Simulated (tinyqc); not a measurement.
Dopant series: competing polymorphs of an oxide film: bulk, surface, grain-boundary, dopant and field terms. Computed by tinyqc, a small Python program. Command: `OMP_NUM_THREADS=1 python tinyqc.py 3007933 3007934 out.jsonl polymorph walk`. One thread of a shared host (Intel(R) Xeon(R) Processor @ 2.30GHz), about 0.01 s of CPU time with the checks.

Phases: monoclinic m (reference), polar orthorhombic o, tetragonal t. Free energies per formula unit (f.u.); 1 J/m^2 x angstrom^3/nm = 6.241509 meV.

Inputs (values chosen for the exercise, for a model oxide): energy of the polar phase o over m = 53.5 meV/f.u.; energy of the tetragonal phase t over m = 141 meV/f.u.; entropy of o over m = 0.009 meV/(f.u. K); entropy of t over m = 0.066 meV/(f.u. K); surface energy of m = 3.11 J/m^2; surface energy of o = 2.64 J/m^2; surface energy of t = 2.4 J/m^2; volume per formula unit Omega = 33.6 angstrom^3; film thickness h = 12 nm; grain radius R = 18 nm; temperature T = 1100 K; shift of o per % of dopant = -8.3 meV/f.u.; shift of t per % of dopant = -19 meV/f.u.; width sigma of ln R = 0.34; interlayer thickness (SiO2) = 0.73 nm.

Geometry: free particles.

permittivities of m, o, t: [18, 26, 44]

Method:
- Bulk term b = H - T S + (shift) x, zero for m.
- With G = b + gamma Omega A (b the bulk free energy per formula unit, A the area per volume), two phases i, j cross at A_ij = (b_j - b_i)/(Omega (gamma_i - gamma_j)); o has a window only if A_mo < A_ot.
- Grain radii are log-normal by volume with median R and width sigma; the share with A above A* is that with radius below R*, R* = 3/A* (all if A* <= 0), share = (1/2) erfc[-ln(R*/R)/(sqrt 2 sigma)]. Effective permittivity of a layer of thickness h built of such grains, taken in parallel: sum of share x eps; EOT = interlayer + 3.9 h/eps.

Against dopant content:
```
x (%)  A_mo (1/nm)  A_ot (1/nm)  share m    share o  share t
0.0        0.44234       0.4927  0.99795  0.0013309   0.0007
1.0        0.35814       0.2801  0.97856  0.0000000   0.0214
2.0        0.27393       0.0676  0.72471  0.0000000   0.2753
3.0        0.18972      -0.1450  0.01107  0.0000000   0.9889
4.0        0.10551      -0.3576  0.00000  0.0000000   1.0000
5.0        0.02131      -0.5702  0.00000  0.0000000   1.0000
6.5       -0.10501      -0.8891  0.00000  0.0000000   1.0000
8.0       -0.23132      -1.2080  0.00000  0.0000000   1.0000
10.0      -0.39973      -1.6332  0.00000  0.0000000   1.0000
```

What does the comparison show, and why?

The dopant lowers t by 19 and o by 8.3 meV per %, so A_ot falls faster than A_mo. The share of o stays under 2 % at every content listed. t holds the majority from x = 3 % on.

Extremes, crossings and ranges named in words are read from the listed rows.
